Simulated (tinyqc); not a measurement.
Band bending at a free surface with a continuum of surface states, surface photovoltage and Kelvin probe: one step of the calculation.

n-type bulk, xi = Ec - EF = Vt ln(Nc/Nd), p0 = ni^2/Nd, ni = sqrt(Nc Nv) exp(-Eg/(2 Vt)), Eg in volts. b is the upward band bending, u = b/Vt. Space charge per area, in units of q: Qc = sign(b) sqrt((2 eps0 eps_r Vt/q) [(Nd + dn)(exp(-u) - 1) + Nd u + (p0 + dn)(exp(u) - 1)]), with dn the excess density under light (flat quasi-Fermi levels; 0 in the dark). The states hold -Ds (E0 - xi - b): negative while the Fermi level lies above the neutrality level. Neutrality: Qc + Qf + (charge of the states) = 0.

Question. Bulk quantities. xi, ni, p0, the Debye length sqrt(eps0 eps_r Vt/(q Nd)) and the flat-band work function chi + xi.

Parameters, values chosen for the exercise; band and dielectric values close to those of silicon: temperature T = 300 K; band gap Eg = 1.11 eV; relative permittivity eps_r = 11.8; conduction-band density of states at T Nc = 2.83e19 cm^-3; valence-band density of states at T Nv = 2.66e19 cm^-3; electron affinity chi = 4 eV; donor density Nd = 6.5e17 cm^-3.

Constants: q = 1.602176634e-19 C, kB = 1.380649e-23 J/K, Vt = kB T/q, eps0 = 8.8541878128e-14 F/cm where lengths are in cm. Results are converted to the units shown.

Give: xi; ni; p0; Debye length; chi + xi.

Answer.

xi = 0.09756 eV
ni = 1.302e10 cm^-3
p0 = 261.0 cm^-3
Debye length = 5.093 nm
chi + xi = 4.098 eV

Computed by the program tinyqc: `OMP_NUM_THREADS=1 python tinyqc.py 2430152 2430153 out.jsonl`, one thread of a shared Intel Xeon 2.30GHz, about 0.01 s for the whole run.
